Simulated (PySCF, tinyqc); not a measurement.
RHF in the sto-6g basis, for H2, spin multiplicity 1, step by step. This run ends on a higher stationary point, not on the lowest solution. The lowest restricted solution is unstable here: a spin-polarised one lies 0.0160 hartree lower (PySCF). Computed by tinyqc, a small Python program that keeps every step (integrals from PySCF). Settings: charge = 0, multiplicity = 1, basis = sto-6g, energy threshold = 1e-08, iteration cap = 72, orthogonalisation = symmetric, start = random, DIIS depth = 3, shift = 0.2, method = RHF. Command: `OMP_NUM_THREADS=1 python tinyqc.py 23352 23353 out.jsonl` (the two numbers bound the seeds that draw the settings). One thread of a shared host (Intel(R) Xeon(R) Processor @ 2.60GHz), about 0.06 s of CPU time with the checks. Later iterations appear only in the table of the cycle.

## One-electron integrals

Geometry (angstrom):
```
atom         x         y         z
H     0.000000  0.000000  0.000000
H     0.000000  0.000000  1.331000
```

Basis sto-6g: exponents (1/bohr^2) and contraction coefficients of normalised primitives:
```
element  l (shell)   exponent  coefficient
H            s (1)  35.523221     0.009164
H            s (1)   6.513144     0.049361
H            s (1)   1.822143     0.168538
H            s (1)   0.625955     0.370563
H            s (1)   0.243077     0.416492
H            s (1)   0.100112     0.130334
```

Overlap, kinetic and nuclear-attraction integrals over the contracted functions; the nuclear repulsion is the sum of Za Zb / Rab.

nuclear repulsion = 0.39757867 hartree

overlap S:
```
          1H 1s     2H 1s
1H 1s  1.000000  0.325417
2H 1s  0.325417  1.000000
```

kinetic energy T (hartree):
```
          1H 1s     2H 1s
1H 1s  0.768522  0.029747
2H 1s  0.029747  0.768522
```

nuclear attraction V (hartree):
```
           1H 1s      2H 1s
1H 1s  -1.633938  -0.451509
2H 1s  -0.451509  -1.633938
```

core Hamiltonian H = T + V (hartree):
```
           1H 1s      2H 1s
1H 1s  -0.865416  -0.421762
2H 1s  -0.421762  -0.865416
```

## Two-electron integrals

Functions are numbered as in S; the eight-fold symmetry (ij|kl) = (ji|kl) = (kl|ij) leaves the list below.

Two-electron integrals (ij|kl) in chemists' order, unique and non-zero (hartree):
```
(11|11) 0.774999   (21|11) 0.183283   (21|21) 0.062486   (22|11) 0.383872
(22|21) 0.183283   (22|22) 0.774999
```

## Orthogonalisation

S = U s U^T; symmetric (Loewdin) form X = U s^(-1/2) U^T, so that X^T S X = 1.

eigenvalues of S: 0.674583  1.325417

X:
```
           1H 1s      2H 1s
1H 1s   1.043073  -0.174465
2H 1s  -0.174465   1.043073
```

## Starting guess

The start is random orthonormal orbitals; D = 2 C_occ C_occ^T.

D at the start:
```
           1H 1s      2H 1s
1H 1s   1.595481  -1.475737
2H 1s  -1.475737   1.364980
```

## Iteration 1: building the Fock matrix

J_ij = sum D_kl (ij|kl), K_ij = sum D_kl (ik|jl); F = H + J - 0.5 K; E = tr D H + tr D J / 2 - 0.25 tr D K + E_nn.

Coulomb J (hartree):
```
          1H 1s     2H 1s
1H 1s  1.219520  0.358175
2H 1s  0.358175  1.129365
```

exchange K (hartree):
```
           1H 1s      2H 1s
1H 1s   0.780834  -0.116107
2H 1s  -0.116107   0.616599
```

Fock matrix F (hartree):
```
           1H 1s      2H 1s
1H 1s  -0.036313  -0.005533
2H 1s  -0.005533  -0.044350
```

total energy of this density = -0.31209751 hartree

## Iteration 1: diagonalisation and new density

A level shift of 0.2 hartree raises the virtual space: F + shift (S - S D(s) S), with D(s) the density of one spin (D/2). Diagonalise F' = X^T F X, C = X C', fill 1 alpha and 1 beta electrons from the bottom; D = 2 C_occ C_occ^T. Each column has its largest component positive (the first on a tie).

F' = X^T F X (hartree):
```
          1         2
1  0.050258  0.107895
2  0.107895  0.063553
```

orbital energies (hartree): MO1 -0.051193, MO2 0.165005

coefficients C:
```
             MO1       MO2
1H 1s   0.879416  0.587423
2H 1s  -0.841627  0.640392
```

D after iteration 1:
```
           1H 1s      2H 1s
1H 1s   1.546745  -1.480281
2H 1s  -1.480281   1.416674
```

## Iteration 2: building the Fock matrix

As before.

Coulomb J (hartree):
```
          1H 1s     2H 1s
1H 1s  1.199928  0.358149
2H 1s  0.358149  1.149053
```

exchange K (hartree):
```
           1H 1s      2H 1s
1H 1s   0.744628  -0.117594
2H 1s  -0.117594   0.651951
```

Fock matrix F (hartree):
```
           1H 1s      2H 1s
1H 1s  -0.037802  -0.004816
2H 1s  -0.004816  -0.042338
```

total energy of this density = -0.31248506 hartree

## Iteration 2: DIIS over 2 matrices

error matrix X^T (FDS - SDF) X:
```
          1          2
1  0.000000  -0.005919
2  0.005919   0.000000
```

B (overlaps of the stored error matrices):
```
               1              2
1  2.1218349e-04  1.2192777e-04
2  1.2192777e-04  7.0063803e-05
```

Minimise |sum c_i e_i|^2 with sum c_i = 1: solve [B -1; -1 0][c; lambda] = [0; -1] with B_ij = tr e_i^T e_j, and take F = sum c_i F_i.

DIIS coefficients: -1.350915  2.350915

extrapolated F (hartree):
```
           1H 1s      2H 1s
1H 1s  -0.039814  -0.003847
2H 1s  -0.003847  -0.039619
```

## Iteration 2: diagonalisation and new density

As before.

F' = X^T F X (hartree):
```
          1         2
1  0.050727  0.109963
2  0.109963  0.063233
```

orbital energies (hartree): MO1 -0.053161, MO2 0.167121

coefficients C:
```
             MO1       MO2
1H 1s   0.878024  0.589503
2H 1s  -0.843140  0.638399
```

D after iteration 2:
```
           1H 1s      2H 1s
1H 1s   1.541851  -1.480594
2H 1s  -1.480594   1.421772
```

## Iteration 3: building the Fock matrix

As before.

Coulomb J (hartree):
```
          1H 1s     2H 1s
1H 1s  1.197977  0.358147
2H 1s  0.358147  1.151011
```

exchange K (hartree):
```
           1H 1s      2H 1s
1H 1s   0.741039  -0.117696
2H 1s  -0.117696   0.655481
```

Fock matrix F (hartree):
```
           1H 1s      2H 1s
1H 1s  -0.037958  -0.004767
2H 1s  -0.004767  -0.042145
```

total energy of this density = -0.31251201 hartree

## Iteration 3: DIIS over 3 matrices

error matrix X^T (FDS - SDF) X:
```
          1          2
1  0.000000  -0.005471
2  0.005471   0.000000
```

B (overlaps of the stored error matrices), lower triangle:
```
               1              2              3
1  2.1218349e-04
2  1.2192777e-04  7.0063803e-05
3  1.1270008e-04  6.4761259e-05  5.9860020e-05
```

As before.

DIIS coefficients: -1.225520  0.999041  1.226479

extrapolated F (hartree):
```
           1H 1s      2H 1s
1H 1s  -0.039819  -0.003876
2H 1s  -0.003876  -0.039635
```

## Iteration 3: diagonalisation and new density

As before.

F' = X^T F X (hartree):
```
          1         2
1  0.051204  0.109962
2  0.109962  0.062753
```

orbital energies (hartree): MO1 -0.053135, MO2 0.167092

coefficients C:
```
             MO1       MO2
1H 1s   0.876742  0.591406
2H 1s  -0.844524  0.636568
```

D after iteration 3:
```
           1H 1s      2H 1s
1H 1s   1.537354  -1.480859
2H 1s  -1.480859   1.426440
```

## Iteration 61 (converged): orbitals

converged F (hartree):
```
           1H 1s      2H 1s
1H 1s  -0.039937  -0.004482
2H 1s  -0.004482  -0.039959
```

Diagonalise F' = X^T F X, C = X C', fill 1 alpha and 1 beta electrons from the bottom; D = 2 C_occ C_occ^T. Each column has its largest component positive (the first on a tie).

F' = X^T F X (hartree):
```
           1          2
1  -0.043036   0.009527
2   0.009527  -0.043060
```

orbital energies (hartree): MO1 -0.052575, MO2 -0.033521

coefficients C:
```
             MO1       MO2
1H 1s  -0.860552  0.614727
2H 1s   0.861306  0.613670
```

D after iteration 61:
```
           1H 1s      2H 1s
1H 1s   1.481100  -1.482397
2H 1s  -1.482397   1.483696
```

## Convergence

Stop when the energy changes by less than 1e-08 hartree and every element of the error matrix X^T (F D S - S D F) X is below 3e-05.

Course of the cycle:
```
iteration  E (hartree)     change  largest element of the error matrix
1          -0.31209751          -                             1.03e-02
2          -0.31248506  -3.88e-04                             5.92e-03
3          -0.31251201  -2.70e-05                             5.47e-03
4          -0.31253486  -2.28e-05                             5.06e-03
5          -0.31255617  -2.13e-05                             4.64e-03
6          -0.31257417  -1.80e-05                             4.25e-03
7          -0.31258935  -1.52e-05                             3.90e-03
8          -0.31260213  -1.28e-05                             3.57e-03
9          -0.31261288  -1.07e-05                             3.26e-03
10         -0.31262190  -9.02e-06                             2.99e-03
11         -0.31262946  -7.56e-06                             2.73e-03
12         -0.31263580  -6.34e-06                             2.50e-03
13         -0.31264111  -5.30e-06                             2.28e-03
14         -0.31264554  -4.44e-06                             2.09e-03
...                ...        ...                                  ...
48         -0.31266794  -9.28e-09                             9.50e-05
49         -0.31266795  -7.73e-09                             8.67e-05
50         -0.31266795  -6.45e-09                             7.92e-05
51         -0.31266796  -5.37e-09                             7.23e-05
52         -0.31266796  -4.48e-09                             6.60e-05
53         -0.31266797  -3.73e-09                             6.03e-05
54         -0.31266797  -3.11e-09                             5.50e-05
55         -0.31266797  -2.59e-09                             5.02e-05
56         -0.31266797  -2.16e-09                             4.59e-05
57         -0.31266798  -1.80e-09                             4.19e-05
58         -0.31266798  -1.50e-09                             3.82e-05
59         -0.31266798  -1.25e-09                             3.49e-05
60         -0.31266798  -1.04e-09                             3.19e-05
61         -0.31266798  -8.71e-10                             2.91e-05
```

PySCF RHF in the same basis = -0.97064827 hartree

Converged in 61 iterations. But the solution lies 0.65798 hartree above the reference: it is another stationary point, not the lowest restricted one. Reruns (cap 100 unless said): DIIS 8: converged in 14; damping 0.5: converged in 25 to a higher stationary point; level shift 0.5: converged in 30 to a higher stationary point; atomic densities as start, DIIS 8: converged in 3.

## Populations, bond orders and dipole

Mulliken: Z minus the diagonal of D S on the atom; Loewdin: the same with S^(1/2) D S^(1/2); Mayer order: 2 sum_s sum (D(s) S)_ij (D(s) S)_ji over the two atoms.

Charges (e):
```
atom   Mulliken    Loewdin
1H     0.001298   0.001227
2H    -0.001298  -0.001227
```

Mayer bond orders:
```
pair     order
2-1   0.999998
```

dipole moment about the origin, x y z (debye): 0.000000  0.000000  -0.008298
